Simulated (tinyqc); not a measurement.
Classical Heisenberg spin chain: exact results, Metropolis, heat-bath and over-relaxation steps, and a Monte Carlo run: one step, computed by the program tinyqc. Command: `OMP_NUM_THREADS=1 python tinyqc.py 3130442 3130443 out.jsonl heismc walk`. One thread of a shared host (Intel(R) Xeon(R) Processor @ 2.30GHz), about 0.2 s of CPU time with the checks.

E = -J sum_i s_i . s_(i+1) for unit vectors s_i on an open chain; K = J/(k_B T).

Question. Four single-spin steps. The given spins are first normalised. Spins 2 and 3 are updated in turn, with h = K (sum of the two neighbours). Trial spin with z = 2 r1 - 1 and azimuth 2 pi r2; it is accepted if r3 < min(1, exp(h . s_trial - h . s_old)).

Inputs (values chosen for the exercise, for a model chain of large moments): temperature T = 52 K.

Update: Metropolis.

four neighbouring spins (rows; components x, y, z):
```
         1        2        3
1  -0.0196   0.7716  -0.6358
2  -0.4770   0.6126  -0.6302
3   0.9063  -0.0868  -0.4135
4  -0.7561  -0.3676   0.5415
```

random numbers, one row a step:
```
        1       2       3
1  0.3938  0.0877  0.0559
2  0.0503  0.3660  0.3556
3  0.6493  0.3554  0.0104
4  0.7062  0.6749  0.3840
```

K = 2.901130

Give: the table «Steps» with the columns |h|, h . s before, h . s trial, acceptance, accepted, x, y, z.

Answer.

Steps:

| spin | \|h\| | h . s before | h . s trial | acceptance | accepted | x | y | z |
|---|---|---|---|---|---|---|---|---|
| 2 | 4.453 | 1.908 | 3.805 | 1.000 | yes | 0.8325 | 0.5116 | -0.2124 |
| 3 | 1.066 | -0.230 | -0.787 | 0.573 | yes | -0.2911 | 0.3261 | -0.8994 |
| 2 | 5.549 | 1.825 | 1.596 | 0.795 | yes | -0.5868 | 0.7526 | 0.2986 |
| 3 | 4.729 | -0.694 | 1.712 | 1.000 | yes | -0.4141 | -0.8114 | 0.4124 |
